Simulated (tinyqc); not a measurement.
# Bandgap voltage reference from two bipolar transistors, step by step

tinyqc, about 0.02 s, one thread, Intel Xeon 2.30GHz (shared host): `OMP_NUM_THREADS=1 python tinyqc.py 2062028 2062029 out.jsonl` Printed values are rounded.

Two transistors of area 1 and N carry the same current I. Is(T) = Is (T/T0)^eta exp[(Vg0 q/kB)(1/T0 - 1/T)], VBE1 = Vt ln(I/Is(T)) + I rb, VBE2 = Vt ln(I/(N Is(T))) + I rb/N. The amplifier forces I R1(T) = VBE1 - VBE2 + Vos, with R(T) = R (1 + tc (T - T0)) for both resistors, and the output is Vref = VBE1 + I R2(T). Base currents and the Early effect are neglected.

Parameters, values chosen for the exercise; values of the order met in silicon bipolar transistors: reference temperature T0 = 300 K; band-gap voltage extrapolated to 0 K Vg0 = 1.169 V; temperature exponent of the saturation current eta = 4.3; saturation current of the unit transistor at T0 Is = 2.6e-18 A; area ratio of the second transistor N = 24; resistor across which the difference of VBE falls, at T0 R1 = 3 kohm; temperature coefficient of both resistors tc = 0 ppm/K; offset of the amplifier Vos = 2.7 mV; series resistance of the unit transistor rb = 66 ohm; output resistor at T0 R2 = 16.78 kohm; temperature T = 333 K.

Constants: q = 1.602176634e-19 C, kB = 1.380649e-23 J/K. Results are converted to the units shown.

## Operating point at the reference temperature

Vt = kB T/q; I = (Vt ln N + Vos)/(R1(T) - rb (1 - 1/N)). Evaluate at T = T0.

Vt = 0.02585200 V
I = 28.89556 uA
Is(T) = 2.6e-18 A
VBE1 = 0.7784804 V
I R2 = 0.4848676 V
Vref = 1.263348 V

## Operating point at another temperature

Vt = kB T/q; I = (Vt ln N + Vos)/(R1(T) - rb (1 - 1/N)).

Vt = 0.02869572 V
I = 31.97294 uA
Is(T) = 3.597523e-16 A
VBE1 = 0.7255435 V
I R2 = 0.5365060 V
Vref = 1.262050 V

From T0 to T, VBE1 changes by -52.9 mV and I R2 by 51.6 mV, which leaves -1.30 mV in Vref.

## Resistor for zero slope at T0, ideal case

With tc = 0, Vos = 0 and rb = 0 the current is proportional to T, dVBE/dT = (VBE - Vg0 - (eta - 1) Vt)/T, and Vref has zero slope at T0 when Vref = Vg0 + (eta - 1) Vt0. Find VBE1, its slope, that Vref, R2/R1 and the curvature d2Vref/dT2 = -(eta - 1) kB/(q T0).

VBE1 = 0.7751865 V
dVBE/dT = -1.597084 mV/K
Vref = 1.254312 V
R2/R1 = 5.831677
curvature = -0.9479067 uV/K^2
